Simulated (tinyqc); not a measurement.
Kronig-Penney superlattice by transfer matrices: sweeps and comparisons. A value that a table varies takes the place of the one given here.

Wells (width a, potential 0, mass mw) alternate with barriers (width b, height V0, mass mb); period d = a + b; c = hbar^2/2m0. The vector (psi, psi'/m) is continuous, and a layer of thickness t carries it by M = [[cos kt, (m/k) sin kt], [-(k/m) sin kt, cos kt]] with k = sqrt(m (E - V)/c); for E < V, k = i kappa gives [[cosh, (m/kappa) sinh], [(kappa/m) sinh, cosh]] of kappa t. A Bloch state obeys cos(q d) = tr(Mb Mw)/2.

Constants: hbar^2/2m0 = 3.80998211 eV angstrom^2.

Parameters, chosen for this exercise (near those of a strained Si superlattice with barriers of SiGe; shifted at random, so the results belong to these values and not to a real crystal): a = 14 angstrom (well width); V0 = 0.183 eV (barrier height); mw = 0.934 m0 (mass in the wells); mb = 0.972 m0 (mass in the barriers); bs = (4, 6, 8, 10.4, 12.8, 16, 20) angstrom (barrier widths); b = 8 angstrom (barrier width).

## Barrier width

First miniband against b. m_z = -2 c f'/d^2 with f = tr M/2 at the bottom of the band. E1 is the level of the single well, kappa1 its decay constant in the barrier.

First miniband:

| b (angstrom) | bottom (eV) | top (eV) | W (meV) | ln W | m_z (m0) |
|---|---|---|---|---|---|
| 4.0 | 0.0346 | 0.1254 | 90.74 | 4.508 | 0.986 |
| 6.0 | 0.0441 | 0.1058 | 61.73 | 4.123 | 1.05 |
| 8.0 | 0.0507 | 0.0933 | 42.53 | 3.750 | 1.14 |
| 10.4 | 0.0563 | 0.0839 | 27.53 | 3.315 | 1.29 |
| 12.8 | 0.0601 | 0.0781 | 17.99 | 2.890 | 1.52 |
| 16.0 | 0.0634 | 0.0737 | 10.29 | 2.331 | 1.95 |
| 20.0 | 0.0657 | 0.0708 | 5.160 | 1.641 | 2.83 |

E1 = 0.0681 eV
kappa1 = 0.1712 1/angstrom

What can be read from the table?

W falls from 90.7 to 5.16 meV, and both edges close in on E1. The slope of ln W is -0.1926 per angstrom over the first two rows and -0.1726 over the last two, against -kappa1 = -0.1712: the width follows one power of the tunnelling amplitude once the wells couple weakly. m_z grows by a factor 2.9. Layers under about 10 angstrom are at the limit of envelope theory.

## From one barrier to a miniband

Transmission through N barriers separated by wells, between leads of the well material: T = 4/[(M11 + M22)^2 + (u M12 - M21/u)^2] with u = k/mw and M the product over all layers; twelve evenly spaced energies around the first miniband.

Transmission:

| E (eV) | tr M/2 of a period | N = 1 | N = 2 | N = 4 | N = 8 |
|---|---|---|---|---|---|
| 0.031603 | 2.660 | 0.0994 | 0.00388 | 5.64e-06 | 1.18e-11 |
| 0.039335 | 1.920 | 0.124 | 0.00954 | 5.93e-05 | 2.31e-09 |
| 0.047068 | 1.275 | 0.149 | 0.0263 | 0.00133 | 3.98e-06 |
| 0.054800 | 0.718 | 0.175 | 0.0931 | 0.965 | 0.873 |
| 0.062533 | 0.240 | 0.200 | 0.519 | 0.257 | 0.213 |
| 0.070266 | -0.164 | 0.225 | 0.730 | 0.430 | 0.232 |
| 0.077998 | -0.502 | 0.250 | 0.248 | 0.252 | 0.245 |
| 0.085731 | -0.781 | 0.275 | 0.135 | 0.447 | 0.198 |
| 0.093463 | -1.005 | 0.300 | 0.0959 | 0.0249 | 0.00543 |
| 0.101196 | -1.180 | 0.325 | 0.0794 | 0.00671 | 5.83e-05 |
| 0.108929 | -1.312 | 0.349 | 0.0723 | 0.00325 | 6.83e-06 |
| 0.116661 | -1.404 | 0.373 | 0.0702 | 0.00217 | 2.04e-06 |

How do the results move?

5 of the energies lie in the miniband (|tr M/2| <= 1); there T for N = 8 runs between 0.198 and 0.873. In the gaps it falls with N: at E = 0.1167 eV from 0.00217 (N = 4) to 2.04e-06 (N = 8), a slope of ln T of -1.74 a period, against -2 arccosh|tr M/2| = -1.74.

## What each parameter does

Bottom and width of the first miniband, the gap above it, and m_z = -2 c f'/d^2 with f = tr M/2. Each row changes one parameter from the base and keeps the others.

Results:

| case | bottom (eV) | width (meV) | gap (meV) | m_z (m0) |
|---|---|---|---|---|
| base | 0.0507 | 42.5 | 100.0 | 1.1382 |
| a = 12 angstrom | 0.0586 | 55.5 | 107.9 | 1.0974 |
| b = 9 angstrom | 0.0533 | 35.4 | 103.9 | 1.1964 |
| V0 = 0.156 eV | 0.0450 | 46.7 | 86.6 | 1.0884 |
| mw = 1.0274 m0 | 0.0499 | 39.8 | 95.1 | 1.2126 |
| mb = 1.1178 m0 | 0.0501 | 37.0 | 106.2 | 1.2567 |

What does this show?

The largest shifts from the base row, up to three for each result and ties (the steps differ in size, so this ranks the rows, not the parameters). bottom (eV): a +0.0078, V0 -0.0058, b +0.0026. width (meV): a +13.0, b -7.1, mb -5.5. gap (meV): V0 -13.4, a +7.8, mb +6.2. m_z (m0): mb +0.1184, mw +0.0744, b +0.0582.

tinyqc: `OMP_NUM_THREADS=1 python tinyqc.py 1251433 1251434 out.jsonl`; about 0.03 s, one thread, shared Intel(R) Xeon(R) Processor @ 2.30GHz.
